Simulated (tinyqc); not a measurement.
Mobility of a non-polar semiconductor in the relaxation-time approximation: one step, computed by the program tinyqc. Command: `OMP_NUM_THREADS=1 python tinyqc.py 3001874 3001875 out.jsonl rta walk`. One thread of a shared host (Intel(R) Xeon(R) Processor @ 2.30GHz), about 0.01 s of CPU time with the checks.

Each valley is treated as a sphere of mass m_d for states and rates, with one isotropic relaxation time; the conductivity mass m_c sets the current.

Problem. Rates at a few energies. Kane band: hbar^2 k^2/(2 m) = E (1 + alpha E), speed v = hbar k/(m (1 + 2 alpha E)), states per spin, volume and energy g(E) = m k (1 + 2 alpha E)/(2 pi^2 hbar^2); overlap factors are set to 1. Here m = m_d. Masses are multiplied by m_0 and all formulas are in SI units. Phonon occupation N_q = 1/(exp(hbar w/(k_B T)) - 1). Acoustic deformation potential (elastic, equipartition, absorption and emission together): 1/tau = 2 pi k_B T D_A^2 g(E)/(hbar rho v_l^2). Optical or intervalley deformation potential: 1/tau = (pi Z_f D_o^2/(rho w)) [N_q g(E + hbar w) + (N_q + 1) g(E - hbar w)], with g = 0 below the band edge. Each optical term is multiplied by (1 - f(E'))/(1 - f(E)), E' the final energy, for Pauli blocking. Singly charged impurities, momentum relaxation: 1/tau = N_I e^4 m (1 + 2 alpha E) Phi/(8 pi (eps_s eps_0)^2 hbar^3 k^3), with alpha = 0 for a parabolic band. Brooks-Herring: Phi = ln(1 + b) - b/(1 + b), b = 4 k^2 L_s^2.

Inputs (values chosen for the exercise, modelled on electrons in germanium):
```
quantity                                          value       unit
non-parabolicity alpha                             0.64       1/eV
static permittivity eps_s                            16          -
density rho                                        5323     kg/m^3
sound velocity v_l                                 5360        m/s
acoustic deformation potential D_A                   11         eV
phonon energy hbar w                               33.2        meV
optical or intervalley deformation potential D_o    4.3  1e8 eV/cm
final valleys Z_f                                     3          -
temperature T                                        77          K
```

Band: Kane. Impurity formula: Brooks-Herring. Further scattering: none.

reduced Fermi level eta = -2.836418

density-of-states mass m_d = 0.2206786 m_0

ionised impurity density N_I = 7.90e+16 1/cm^3

screening length L_s = 8.704078 nm

Constants: k_B = 8.617333262e-05 eV/K; k_B = 1.380649e-23 J/K; e = 1.602176634e-19 C; hbar = 1.054571817e-34 J s; m_0 = 9.1093837015e-31 kg; hbar = 6.582119569e-16 eV s; eps_0 = 8.8541878128e-12 F/m.

Give: Rates (1e12/s) at E = (max(eta, 0) + 0.5, 1, 2, 4) k_B T.

Solution.

Rates (1e12/s) at E = (max(eta, 0) + 0.5, 1, 2, 4) k_B T:
```
E (meV)  acoustic    optical  ionised impurity
3.318     0.16417  0.0051999            7.1027
6.635     0.23340  0.0053854            3.8116
13.271    0.33357  0.0057979            1.8664
26.541    0.48163  0.0066614            0.8580
```
